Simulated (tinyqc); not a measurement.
From results back to parameters: WKB tunnelling through a gate dielectric with a two-band (Franz) dispersion. Three cases, with inputs chosen for the exercise.

Problem. In the Fowler-Nordheim regime with a parabolic band J/F^2 is proportional to exp(-B/F), B = (4/3) sqrt(m/c) phi^(3/2), c = hbar^2/2m0, 1 V/angstrom = 100 MV/cm. The ratio below was computed from a hidden barrier.

Constants: hbar^2/2m0 = 3.80998211 eV angstrom^2.

Case 1.

Values chosen (out of a larger set: of the size used for Al2O3 on silicon; not measured data): m = 0.33 m0 (mass at the conduction edge); F1 = 8.9 MV/cm (first field); F2 = 11.6 MV/cm (second field).

ln[(J2/F2^2)/(J1/F1^2)] = 3.16777

Case 2.

Values chosen (out of a larger set: of the size used for HfO2 on silicon; not measured data): m = 0.18 m0 (mass at the conduction edge); F1 = 6.2 MV/cm (first field); F2 = 10.7 MV/cm (second field).

ln[(J2/F2^2)/(J1/F1^2)] = 3.39699

Case 3.

Values chosen (out of a larger set: of the size used for SiO2 on silicon; not measured data): m = 0.57 m0 (mass at the conduction edge); F1 = 6.5 MV/cm (first field); F2 = 11.6 MV/cm (second field).

ln[(J2/F2^2)/(J1/F1^2)] = 19.96818

Find: B; phi.

Solution. B is the logarithm divided by 1/F1 - 1/F2; then phi = (3 B/(4 sqrt(m/c)))^(2/3). The slope fixes only m phi^3, so the mass must be known.

Case 1.

B = 121.13 MV/cm
phi = 2.120 eV

Case 2.

B = 50.08 MV/cm
phi = 1.440 eV

Case 3.

B = 295.22 MV/cm
phi = 3.200 eV

Computed by tinyqc, one run a case: `OMP_NUM_THREADS=1 python tinyqc.py N N+1 out.jsonl` with N = 1482273, 1482328, 1482378; one thread of a shared Intel(R) Xeon(R) Processor @ 2.30GHz, about 0.01 s a run at most.
